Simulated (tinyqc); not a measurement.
Frequency dispersion of an accumulation capacitance by border traps, distributed model: one step of the calculation.

Traps spread evenly through the insulator exchange electrons with the semiconductor by tunnelling, with tau(x) = t0 exp(2 ka x) at depth x from the interface. The admittance per area Y seen at depth x obeys dY/dx = -Y^2/(i w eps0 eox) + q Nb ln(1 + i w tau)/tau, with Y(0) = i w Cs and w = 2 pi f; the gate sees Y(tox) = G + i w C. Working variable y = Y/(i w), in uF/cm^2. Cox = eps0 eox/tox.

Task. Midpoint steps through the active depth. In terms of y: dy/dx = -y^2/(eps0 eox) + s(x), s = q Nb ln(1 + z)/z, z = i w tau. 9 midpoint steps of h = xe/9: y_half = y + (h/2) y'(x, y), y(new) = y + h y'(x + h/2, y_half).

Values chosen for this exercise; permittivity close to that of zirconium oxide:
```
symbol,value,unit,meaning
eox,22.2,,relative permittivity of the insulator
Cs,7,uF/cm^2,semiconductor capacitance in accumulation
Nb,1.7e19,cm^-3 eV^-1,density of border traps
ka,3.1,1/nm,decay constant of the wave function in the insulator
t0,3e-10,s,time constant of a trap at the interface
f,1000,Hz,frequency
xe,2.9,nm,depth down to which the steps are taken
```

Constants: q = 1.602176634e-19 C, eps0 = 8.8541878128e-14 F/cm where lengths are in cm. Results are converted to the units shown.

Find: x; s; y.

Result.

```
point  x (nm)  s (uF/(cm^2 nm))   y (uF/cm^2)
0           0    0.2724+0.0000i  7.000+0.000i
1      0.3222    0.2724+0.0000i  6.365+0.000i
2      0.6444    0.2724+0.0000i  5.847+0.000i
3      0.9667    0.2724-0.0001i  5.419+0.000i
4       1.289    0.2724-0.0008i  5.059+0.000i
5       1.611    0.2722-0.0056i  4.755-0.001i
6       1.933    0.2645-0.0394i  4.493-0.005i
7       2.256    0.1403-0.1091i  4.254-0.031i
8       2.578    0.0250-0.0464i  3.995-0.051i
9       2.900    0.0035-0.0108i  3.753-0.052i
```

Computed by the program tinyqc: `OMP_NUM_THREADS=1 python tinyqc.py 2202062 2202063 out.jsonl`, one thread of a shared Intel Xeon 2.30GHz, about 0.4 s for the whole run.
